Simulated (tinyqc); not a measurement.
## Read current of a NAND string, cells in series solved by shooting: effect of the read voltage on the selected word line

Cells in series, numbered from 0 at the source line (0 V) to the bit line, each followed by a gap resistance Rg. A cell with gate Vg, threshold VT, source Vs and drain Vd passes I = 2 nf K Vt^2 [F(Vs) - F(Vd)]/(1 + th max(Vg - VT, 0)), F(V) = ln^2(1 + exp((Vg - VT - nf V)/(2 nf Vt))). The selected cell has Vg = Vr, the others Vg = Vp.

For a trial current I start at 0 V and, cell by cell, solve for the drain: sqrt(F(Vd)) = sqrt(F(Vs) - I/k), k = 2 nf K Vt^2/(1 + th max(Vg - VT, 0)), Vd = [Vg - VT - 2 nf Vt ln(exp(sqrt F) - 1)]/nf, then add I Rg. The string current is the I for which the last node reaches Vbl. The apparent threshold is the Vr at which I = Is. Background: all other cells erased (VT = Ve) or all in the highest state (VT = Vh); ratio and shift are high over erased and high minus erased. The string has 128 cells and the selected one is cell 64.

Inputs (values chosen for the exercise); values of the order met in vertical NAND strings:
- T = 300 K (temperature)
- K = 14 uA/V^2 (gain factor of a cell)
- nf = 1.3 (slope factor)
- th = 0.18 1/V (mobility reduction factor)
- Rg = 2.2 kohm (resistance of the gap between cells)
- Vbl = 0.3 V (bit-line voltage)
- Vp = 5.8 V (pass voltage)
- Ve = -1.8 V (threshold of an erased cell)
- Vh = 4.3 V (threshold of the highest state)
- Vx = 2.6 V (threshold of the selected cell)
- Is = 10 nA (sensing current)

Constants: q = 1.602176634e-19 C, kB = 1.380649e-23 J/K, Vt = kB T/q. Results are converted to the units shown.

The same in every row: apparent VT, erased (V) = 2.613; apparent VT, high (V) = 2.646; background shift (mV) = 32.97.

Effect of the read voltage on the selected word line:
```
Vr (V),"I, others erased (uA)","I, others high (uA)",ratio
2.3,3.194e-6,3.193e-6,0.9997
2.7,0.02746,0.01577,0.5743
3.1,0.08723,0.03205,0.3674
3.5,0.09091,0.03251,0.3576
3.9,0.09196,0.03264,0.3549
4.3,0.09247,0.03270,0.3537
4.7,0.09276,0.03274,0.3529
5.1,0.09295,0.03276,0.3525
```

As Vr goes from 2.3 to 5.1 V, the current with erased neighbours rises from 3.19e-6 to 0.0930 uA, that with high neighbours rises from 3.19e-6 to 0.0328 uA and the ratio falls from 1.00 to 0.352. The apparent thresholds do not depend on Vr.

tinyqc, about 0.9 s, one thread, Intel Xeon 2.30GHz (shared host): `OMP_NUM_THREADS=1 python tinyqc.py 2142066 2142067 out.jsonl`
